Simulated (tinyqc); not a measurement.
# From intrinsic f_T back to gate length L

Model: charge control and current of a heterostructure field-effect transistor. Computed by tinyqc, a small Python program. Command: `OMP_NUM_THREADS=1 python tinyqc.py 3011292 3011293 out.jsonl hemt inv`. One thread of a shared host (Intel(R) Xeon(R) Processor @ 2.30GHz), about 0.03 s of CPU time with the checks.

Two subbands in a triangular well; E_F is counted from the conduction band edge of the channel at the interface.

Inputs (values chosen for the exercise, modelled on AlGaAs/GaAs):
```
quantity,value,unit
channel mass m,0.065,m_0
permittivity eps (barrier and channel),12.6,-
barrier thickness d,37,nm
Schottky barrier phi_B,0.86,eV
conduction band offset dE_c,0.22,eV
delta-doping density N_d,5.9e+12,1/cm^2
gate voltage V_G,0,V
mobility mu,6400,cm^2/(V s)
saturation velocity v_s,1.5,1e7 cm/s
source resistance R_S,0,ohm mm
temperature T,77,K
mixing,0.3,-
iteration cap,200,-
spacer between delta layer and channel,2.6,nm
```

Charge source: delta doping. Velocity law: two-piece.

Constants: e = 1.602176634e-19 C; eps_0 = 8.8541878128e-12 F/m; k_B = 8.617333262e-05 eV/K; hbar = 1.054571817e-34 J s; m_0 = 9.1093837015e-31 kg; k_B = 1.380649e-23 J/K.

Method:
- Threshold V_T = phi_B - dE_c - e N_d (d - spacer)/(eps eps_0) (in volts); C_b = eps eps_0/d.
- Charge control: n_s = C_b (V_G - V_T - E_F/e)/e. Well: mean field F = e n_s/(2 eps eps_0), E_i = (hbar^2/2m)^(1/3) [(3 pi e F/2)(i + 3/4)]^(2/3), i = 0, 1; n_s = D k_B T sum_i ln(1 + exp((E_F - E_i)/k_B T)), D = m/(pi hbar^2), which is solved in closed form for E_F.
- Iteration from n_s = C_b (V_G - V_T)/(2e): E_F from n_s, n_out from the charge control, n_new = n_s + mixing (n_out - n_s), kept above n_s/10; stop when |n_out/n_s - 1| < 1e-9.
- C_g = e dn_s/dV_G = 1/(1/C_b + 1/C_q), 1/C_q = d(E_F/e)/d(e n_s) by a central difference of +/- 0.1 % in n_s; added distance dd = eps eps_0/C_q.
- With V = e n_s/C_g and V_c = v_s L/mu: for v = mu F up to v_s, I/W = C_g v_s V_c (sqrt(1 + (V/V_c)^2) - 1) and V_Dsat = V + V_c - sqrt(V^2 + V_c^2); g_m = dI/dV; extrinsic g_m/(1 + g_m R_S); f_T = g_m/(2 pi C_g L).

Task: A run gave the result below. Find the gate length L, known to lie between 190 and 330 nm.

intrinsic f_T = 98.2515 GHz

Result:

Each step takes the trial c = (a f_b - b f_a)/(f_b - f_a), f being the result less the target and a, b, c the logarithms of the listed values; c replaces end b, the old b replaces a if the sign of f changed, and otherwise f_a is halved.

Scan of the range:
```
gate length L (nm),intrinsic f_T (GHz)
190,125.623
208,114.747
228,104.676
250,95.459
275,86.775
301,79.273
330,72.299
```

False position (Illinois rule, in the logarithm of the input) inside the bracket:
```
step,end a,end b,trial,intrinsic f_T (GHz)
1,228.000,250.000,243.120,98.1625
2,228.000,243.120,242.700,98.3327
3,243.120,242.700,242.900,98.2515
4,242.700,242.900,242.900,98.2515
```

Intrinsic f_T falls at every point of a 13-point scan of the range (every second point is shown), so one value fits; it is bracketed by 228 and 250. Answer: gate length L = 242.9 nm.

Caution: E_F lies above the conduction band minimum of the barrier, so electrons would spill into the barrier.
